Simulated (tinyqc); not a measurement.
Density dependence: plasmons of a degenerate electron gas in the random-phase approximation.

Zero temperature, parabolic band: kF = (3 pi^2 n)^(1/3), EF = c kF^2/m, Ep^2 = 8 pi c e2 n/(m eb), qTF^2 = 6 pi e2 n/(eb EF), c = hbar^2/2m0, e2 = e^2/(4 pi eps0), n in 1/angstrom^3 (1e-24 per 1/cm^3).

Lindhard function: eps(q, E)/eb = 1 + (qTF/q)^2 (f1 + i f2) with z = q/(2 kF), u = E/(hbar vF q), hbar vF = 2 c kF/m; f1 = 1/2 + [h(z - u) + h(z + u)]/(8 z), h(x) = (1 - x^2) ln|(x + 1)/(x - 1)|; f2 = pi u/2 for z + u < 1, (pi/(8 z))(1 - (z - u)^2) for |z - u| < 1 < z + u, else 0. Pairs exist for c (q^2 - 2 q kF)/m < E < c (q^2 + 2 q kF)/m.

Constants: hbar^2/2m0 = 3.80998211 eV angstrom^2; e^2/(4 pi eps0) = 14.39964547 eV angstrom; a0 (Bohr radius) = 0.5291772105 angstrom.

Inputs chosen for the exercise (out of a larger set: a free-electron density near that of Li; not measured data): n = 4.8e+22 1/cm^3 (electron density); m = 1 m0 (mass); eb = 1 (background dielectric constant).

n is multiplied by the factor listed.

Results:
```
factor     rs  EF (eV)  Ep (eV)  Ep/EF  qc/kF  alpha = 3 EF/(5 Ep)
0.10    6.950    1.038    2.573  2.479  1.160                0.242
0.20    5.516    1.647    3.638  2.209  1.065                0.272
0.50    4.064    3.034    5.753  1.896  0.951                0.316
1.0     3.226    4.816    8.135  1.689  0.872                0.355
2.0     2.560    7.645    11.51  1.505  0.800                0.399
5.0     1.886    14.08    18.19  1.292  0.713                0.464
10      1.497    22.35    25.73  1.151  0.653                0.521
```

How do the results move, and what explains it?

Over two decades Ep grows by 10.0 (n^(1/2)) and EF by 21.5 (n^(2/3)), so Ep/EF falls from 2.479 to 1.151 as sqrt(rs), and qc/kF from 1.160 to 0.653: in a dense gas the plasmon enters the continuum earlier on the scale of kF. alpha is the coefficient in E = Ep + alpha hbar^2 q^2/(m m0). The random-phase values are only rough in the rows with rs above about 2 (up to 6.9 here).

Run: tinyqc, `OMP_NUM_THREADS=1 python tinyqc.py 1651821 1651822 out.jsonl`; Intel(R) Xeon(R) Processor @ 2.30GHz, one thread, shared host; about 0.01 s of CPU time with all checks.
